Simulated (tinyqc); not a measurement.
Charge control and current of a heterostructure field-effect transistor. Changing the channel mass m. Computed by tinyqc, a small Python program. Command: `OMP_NUM_THREADS=1 python tinyqc.py 3030970 3030971 out.jsonl hemt sweep`. One thread of a shared host (Intel(R) Xeon(R) Processor @ 2.30GHz), about 0.02 s of CPU time with the checks.

Two subbands in a triangular well; E_F is counted from the conduction band edge of the channel at the interface.

Inputs (values chosen for the exercise, modelled on AlGaN/GaN):

| quantity | value | unit |
|---|---|---|
| permittivity eps (barrier and channel) | 9.53 | - |
| barrier thickness d | 39 | nm |
| Schottky barrier phi_B | 1.1 | eV |
| conduction band offset dE_c | 0.35 | eV |
| polarisation charge sigma/e | 1.3e+13 | 1/cm^2 |
| gate voltage V_G | 0 | V |
| temperature T | 400 | K |
| mixing | 0.3 | - |
| iteration cap | 200 | - |

Charge source: polarisation. Velocity law: smooth.

Constants: e = 1.602176634e-19 C; eps_0 = 8.8541878128e-12 F/m; k_B = 8.617333262e-05 eV/K; hbar = 1.054571817e-34 J s; m_0 = 9.1093837015e-31 kg; k_B = 1.380649e-23 J/K.

Method:
- Threshold V_T = phi_B - dE_c - sigma d/(eps eps_0) (in volts); C_b = eps eps_0/d.
- Charge control: n_s = C_b (V_G - V_T - E_F/e)/e. Well: mean field F = e n_s/(2 eps eps_0), E_i = (hbar^2/2m)^(1/3) [(3 pi e F/2)(i + 3/4)]^(2/3), i = 0, 1; n_s = D k_B T sum_i ln(1 + exp((E_F - E_i)/k_B T)), D = m/(pi hbar^2), which is solved in closed form for E_F.
- Iteration from n_s = C_b (V_G - V_T)/(2e): E_F from n_s, n_out from the charge control, n_new = n_s + mixing (n_out - n_s), kept above n_s/10; stop when |n_out/n_s - 1| < 1e-9.
- C_g = e dn_s/dV_G = 1/(1/C_b + 1/C_q), 1/C_q = d(E_F/e)/d(e n_s) by a central difference of +/- 0.1 % in n_s; added distance dd = eps eps_0/C_q.

One run for each value:

| channel mass m (m_0) | gate capacitance C_g (microfarad/cm^2) | added distance dd (nm) | sheet density n_s (1/cm^2) | share in the second subband (%) |
|---|---|---|---|---|
| 0.020 | 0.1873 | 6.046 | 1.006e+13 | 31.05 |
| 0.032 | 0.1944 | 4.413 | 1.047e+13 | 24.44 |
| 0.050 | 0.1991 | 3.376 | 1.078e+13 | 16.20 |
| 0.079 | 0.2025 | 2.672 | 1.102e+13 | 7.49 |
| 0.130 | 0.2056 | 2.037 | 1.125e+13 | 2.57 |
| 0.320 | 0.2097 | 1.232 | 1.152e+13 | 1.35 |
| 0.500 | 0.2109 | 1.007 | 1.162e+13 | 1.63 |

Give the missing row, channel mass m (m_0) = 0.200.

Computed row; columns: (1) channel mass m (m_0); (2) gate capacitance C_g (microfarad/cm^2); (3) added distance dd (nm); (4) sheet density n_s (1/cm^2); (5) share in the second subband (%):
```
(1)       (2)    (3)        (4)   (5)
0.200  0.2079  1.581  1.140e+13  1.49
```

Interpolating between the two neighbouring rows (the first column on a logarithmic scale, the others too where they are positive) misses most in share in the second subband (%), by 27 %. Over the rows, gate capacitance C_g (microfarad/cm^2) rises from 0.187 to 0.211 (exponent d ln y / d ln x 0.079 between the first rows and 0.013 between the last); added distance dd (nm) falls from 6.05 to 1.01 (exponent d ln y / d ln x -0.67 between the first rows and -0.45 between the last); sheet density n_s (1/cm^2) rises from 1.01e13 to 1.16e13 (exponent d ln y / d ln x 0.087 between the first rows and 0.018 between the last). A light mass lowers the density of states and raises E_0, so more of the gate voltage goes into E_F.

Caution (rows 0.0200, 0.0320, 0.0500, 0.0790, 0.130, 0.200): E_F lies above the conduction band minimum of the barrier, so electrons would spill into the barrier.

Extremes, crossings and ranges named in words are read from the listed rows.
